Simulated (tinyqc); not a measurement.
Two electrons on one impurity (helium-like model): one step. Units and equal orbitals. Three cases, with inputs chosen for the exercise.

Task: Give Ha*, a*, the best common exponent Z - 5/16, E = -(Z - 5/16)^2, and the binding of the second electron -Z^2/2 - E.

Units Ha* = 2 Ry m/eps^2 and a* = a0 eps/m. One electron is bound by Z^2/2. Two electrons in the singlet built from exp(-a r) and exp(-b r): S = 8 (ab)^(3/2)/(a + b)^3, h_aa = a^2/2 - Z a, h_bb alike, h_ab = S (ab/2 - Z (a + b)/2), J = ab (a^2 + 3ab + b^2)/(a + b)^3, K = 20 (ab)^3/(a + b)^5, E = (h_aa + h_bb + 2 S h_ab + J + K)/(1 + S^2). For a = b this is a^2 - 2 Z a + 5a/8. Real double donors are deeper, since the central cell is left out.

Constants: Ry = 13.60569312 eV; a0 (Bohr radius) = 0.5291772105 angstrom.

Give: Ha*; a*; exponent; E with equal orbitals; binding of the second electron.

Case 1.

Values chosen (out of a larger set: near those of impurities in Ge; not measured data):
- m = 0.17 m0 (one mean mass)
- eps = 15.8 (dielectric constant)
- Z = 2 (effective charge (1: D- centre, 2: double donor; other values mimic a central cell))

Result:

Ha* = 18.530 meV
a* = 49.18 angstrom
exponent = 1.6875
E with equal orbitals = -2.84766 Ha*
binding of the second electron = 15.71 meV

The first electron is bound by 37.1 meV, 2.36 times as much as the second.

Case 2.

Values chosen (out of a larger set: near those of impurities in Si; not measured data):
- m = 0.312 m0 (one mean mass)
- eps = 11.8 (dielectric constant)
- Z = 2 (effective charge (1: D- centre, 2: double donor; other values mimic a central cell))

Result:

Ha* = 60.974 meV
a* = 20.01 angstrom
exponent = 1.6875
E with equal orbitals = -2.84766 Ha*
binding of the second electron = 51.68 meV

The first electron is bound by 121.9 meV, 2.36 times as much as the second.

Case 3.

Values chosen (out of a larger set: near those of impurities in Si; not measured data):
- m = 0.304 m0 (one mean mass)
- eps = 11.9 (dielectric constant)
- Z = 1.5 (effective charge (1: D- centre, 2: double donor; other values mimic a central cell))

Result:

Ha* = 58.416 meV
a* = 20.71 angstrom
exponent = 1.1875
E with equal orbitals = -1.41016 Ha*
binding of the second electron = 16.66 meV

The first electron is bound by 65.7 meV, 3.95 times as much as the second.

Computed by tinyqc, one run a case: `OMP_NUM_THREADS=1 python tinyqc.py N N+1 out.jsonl` with N = 1280604, 1280672, 1280780; one thread of a shared Intel(R) Xeon(R) Processor @ 2.30GHz, about 0.05 s a run at most.
